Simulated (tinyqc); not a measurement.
From results back to parameters: thin-body film or fin with hard walls, valleys of the Si type. Five cases, with inputs chosen for the exercise.

Problem. In a hard-walled film E_1 = c (pi/t)^2/m_z, c = hbar^2/2m0. The splitting between the lowest levels of two valley groups, on the (100) face, was computed from a hidden thickness.

Constants: hbar^2/2m0 = 3.80998211 eV angstrom^2.

Find: t; lower level.

Method. t = pi sqrt(c (1/m_zb - 1/m_za)/splitting).

Case 1.

Values chosen (out of a larger set: near those of Si; not measured data): m_za = 0.93 m0 (heavier confinement mass); m_zb = 0.189 m0 (lighter one).

splitting = 21.434 meV

Solution.

t = 86.0 angstrom
lower level = 0.0055 eV

Case 2.

Values chosen (out of a larger set: near those of Si; not measured data): m_za = 0.925 m0 (heavier confinement mass); m_zb = 0.194 m0 (lighter one).

splitting = 23.934 meV

Solution.

t = 80.0 angstrom
lower level = 0.0064 eV

Case 3.

Values chosen (out of a larger set: near those of Si; not measured data): m_za = 0.931 m0 (heavier confinement mass); m_zb = 0.193 m0 (lighter one).

splitting = 18.247 meV

Solution.

t = 92.0 angstrom
lower level = 0.0048 eV

Case 4.

Values chosen (out of a larger set: near those of Si; not measured data): m_za = 0.901 m0 (heavier confinement mass); m_zb = 0.193 m0 (lighter one).

splitting = 106.025 meV

Solution.

t = 38.0 angstrom
lower level = 0.0289 eV

Case 5.

Values chosen (out of a larger set: near those of Si; not measured data): m_za = 0.914 m0 (heavier confinement mass); m_zb = 0.188 m0 (lighter one).

splitting = 14.689 meV

Solution.

t = 104.0 angstrom
lower level = 0.0038 eV

Computed by tinyqc, one run a case: `OMP_NUM_THREADS=1 python tinyqc.py N N+1 out.jsonl` with N = 1252192, 1280078, 1280434, 1280666, 1281104; one thread of a shared Intel(R) Xeon(R) Processor @ 2.30GHz, about 0.01 s a run at most.
